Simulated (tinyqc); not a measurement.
One dielectric constant for an anisotropic host? Model: finite-size error of a charged defect in a periodic cell: Madelung and Makov-Payne terms. Computed by tinyqc, a small Python program. Command: `OMP_NUM_THREADS=1 python tinyqc.py 3002297 3002298 out.jsonl imagecharge walk`. One thread of a shared host (Intel(R) Xeon(R) Processor @ 2.30GHz), about 0.03 s of CPU time with the checks.

L is the cube root of the cell volume. The defect charge is a Gaussian, rho(r) = q (2 pi sigma^2)^(-3/2) exp(-r^2/2 sigma^2), repeated periodically in a uniform neutralising background and screened by a continuum. The model cell energy is E(L) = E_0 + [periodic - isolated electrostatic energy].

Inputs (values chosen for the exercise, for a model uniaxial host): charge q = -3 e; cell length L = 15.8 angstrom; dielectric constant eps_xy = 8.8; dielectric constant eps_z = 4.83; axis ratio c/a = 1.22.

Supercell lattice: tetragonal. Screening: uniaxial.

Constants: e^2/(4 pi eps_0) = 14.39964548 eV angstrom.

Method:
- Cell vectors: (1,0,0), (0,1,0), (0,0,c/a), scaled to volume L^3.
- Ewald sum for a unit point charge: scale each Cartesian component of the cell by 1/sqrt(eps_i), giving R', G' and V'; E = [ (1/2) sum erfc(eta R')/R' + (2 pi/V') sum exp(-G'^2/4 eta^2)/G'^2 - eta/sqrt(pi) - pi/(2 V' eta^2) ] e^2/(4 pi eps_0) / sqrt(eps_x eps_y eps_z), over n_i = -6..6, omitting n = (0,0,0), eta = 2/V'^(1/3). alpha = -2 E eps_g L/(e^2/(4 pi eps_0)), eps_g = (eps_x eps_y eps_z)^(1/3).
- The same sum with an isotropic constant in place of the tensor, the means being taken over (eps_xy, eps_xy, eps_z); errors against the tensor result.

cell vectors (rows) (angstrom):
```
[[14.7867, 0.0000, 0.0000],
 [0.0000, 14.7867, 0.0000],
 [0.0000, 0.0000, 18.0397]]
```

point-charge correction -q^2 E = 1.46233 eV

Point-charge correction:
```
constant          value  correction (eV)  error (meV)
eps_xy           8.8000           1.3041      -158.21
eps_z            4.8300           2.3760       913.71
arithmetic mean  7.4767           1.5349        72.61
geometric mean   7.2051           1.5928       130.48
harmonic mean    6.9075           1.6614       199.10
```

What follows from these numbers?

The tensor gives 1.4623 eV. Closest is arithmetic mean (+72.6 meV) and furthest eps_z (+913.7 meV); anisotropy also changes the effective shape of the cell, which no single constant captures.
